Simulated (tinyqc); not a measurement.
# The 3-omega method: a line heater on a substrate with a thin film, step by step

A worked calculation. Computed by tinyqc, a small Python program that keeps every step. Command: `OMP_NUM_THREADS=1 python tinyqc.py 3012857 3012858 out.jsonl threeomega walk`. One thread of a shared host (Intel(R) Xeon(R) Processor @ 2.30GHz), about 0.01 s of CPU time with the checks. Intermediate numbers are printed to about 6 digits and carried at full precision; extremes and crossings named in words are read from the listed rows.

A current at angular frequency omega = 2 pi f heats the line at 2 omega with the amplitude P per length; the temperature swing Delta T at 2 omega gives a voltage at 3 omega. The substrate is taken as semi-infinite and isotropic, and the heat capacity of heater and film is left out.

Inputs (values chosen for the exercise, modelled on silica on germanium):

| quantity | value | unit |
|---|---|---|
| substrate conductivity kappa | 62.8 | W/(m K) |
| substrate heat capacity C | 1.72 | 1e6 J/(m^3 K) |
| heater half-width b | 11 | micrometre |
| power amplitude per length P | 9.1 | W/m |
| current frequency f | 180 | Hz |
| film thickness t | 49 | nm |
| film conductivity kappa_f | 1.5 | W/(m K) |
| interface resistance R_i | 35 | m^2 K/GW |
| substrate thickness d_s | 725 | micrometre |
| temperature coefficient of resistance beta | 3.3 | 1e-3/K |
| voltage amplitude V_1 | 0.79 | V |

## Penetration depth

D = kappa/C; q = sqrt(2 i omega/D); penetration depth 1/|q| = sqrt(D/(2 omega)).

diffusivity D = 36.5116 mm^2/s

penetration depth = 127.050 micrometre

|q| b = 0.0865801

penetration depth / d_s = 0.175241

## Temperature swing of the bare substrate

Delta T_s = (P/(pi kappa)) int_0^infinity (sin x/x)^2 / sqrt(x^2 + (q b)^2) dx with (q b)^2 = i |q b|^2, averaged over the heater width (12 Gauss-Legendre points on each of the pieces 0, 14 log-spaced edges from 1e-5 to 1, and multiples of pi to 40 pi; the tail adds 1/(4 (40 pi)^2)). For |q| b much below 1: Delta T_s = (P/(pi kappa)) [-ln(|q| b) + eta - i pi/4], eta = 3/2 - C_E = 0.92278, with Euler's C_E = 0.5772157.

in-phase Delta T_s = 0.155460 K

out-of-phase Delta T_s = -0.0360271 K

in-phase, narrow-line form = 0.155415 K

out-of-phase, narrow-line form = -0.0362261 K

The narrow-line form misses the in-phase part by -0.03 % and the out-of-phase part by +0.6 % at |q| b = 0.087.

## The film adds a constant step

One-dimensional flow across the film: Delta T_f = P (t/kappa_f + R_i)/(2 b); total in-phase swing Delta T = Delta T_s + Delta T_f; third-harmonic amplitude V_3 = V_1 beta |Delta T|/2 with the out-of-phase part included; the apparent film conductivity is t/(t/kappa_f + R_i).

Delta T_f = 0.0279894 K

total in-phase swing = 0.183450 K

V_3 = 0.243694 mV

apparent film conductivity = 0.724138 W/(m K)

film share of the in-phase swing = 0.152573

The interface lowers the apparent conductivity by 52 %. The film is a small part of the signal: an error of 1 % in Delta T_s becomes 6 % in the film resistance.

## Conductivity from the slope

Take the in-phase swing at f and at 2f; in the narrow-line limit kappa = P ln 2/(2 pi [Delta T(f) - Delta T(2f)]), whatever the film and the heater width.

in-phase Delta T_s at 2f = 0.139520 K

kappa from the slope = 62.9766 W/(m K)

error of the slope method = 0.281260 %

## The window of frequencies

The slope value uses each f and 2f: kappa = P ln 2/(2 pi [Delta T(f) - Delta T(2f)]).

Bare substrate:

| f (Hz) | penetration depth (micrometre) | \|q\| b | in-phase (K) | out-of-phase (K) | narrow-line form (K) | kappa from the slope (W/(m K)) |
|---|---|---|---|---|---|---|
| 0.24 | 3479.41 | 0.00316146 | 0.308089 | -0.0362256 | 0.308089 | 62.8002 |
| 2.4 | 1100.28 | 0.00999741 | 0.254987 | -0.0362218 | 0.254986 | 62.8024 |
| 24 | 347.941 | 0.0316146 | 0.201889 | -0.0361918 | 0.201883 | 62.8237 |
| 120 | 155.604 | 0.0706924 | 0.164796 | -0.0360857 | 0.164766 | 62.9180 |
| 480 | 77.8019 | 0.141385 | 0.132915 | -0.0357706 | 0.132795 | 63.2675 |
| 2400 | 34.7941 | 0.316146 | 0.0962624 | -0.0345624 | 0.0956777 | 65.0698 |
| 9600 | 17.3970 | 0.632292 | 0.0659035 | -0.0316344 | 0.0637067 | 71.3980 |
| 48000 | 7.78019 | 1.41385 | 0.0355144 | -0.0241248 | 0.0265894 | 101.406 |
| 240000 | 3.47941 | 3.16146 | 0.0162167 | -0.0138983 | -0.0105279 | 210.977 |
| 1.40e+06 | 1.44061 | 7.63565 | 0.00670951 | -0.00631395 | -0.0512002 | 510.842 |

The slope gives kappa within 1 % up to |q| b = 0.14 (f = 480 Hz) among these rows. The penetration depth stays under d_s/5 = 145 micrometre from f = 480 Hz up, so that row alone meets both conditions. At high f the flow turns one-dimensional: in-phase and out-of-phase parts become equal in size (ratio 0.94 in the last row) and fall as f^(-1/2) (exponent -0.50).

Checks made by the program: narrow-line limit at |q| b = 0.002 (relative difference 7e-07).
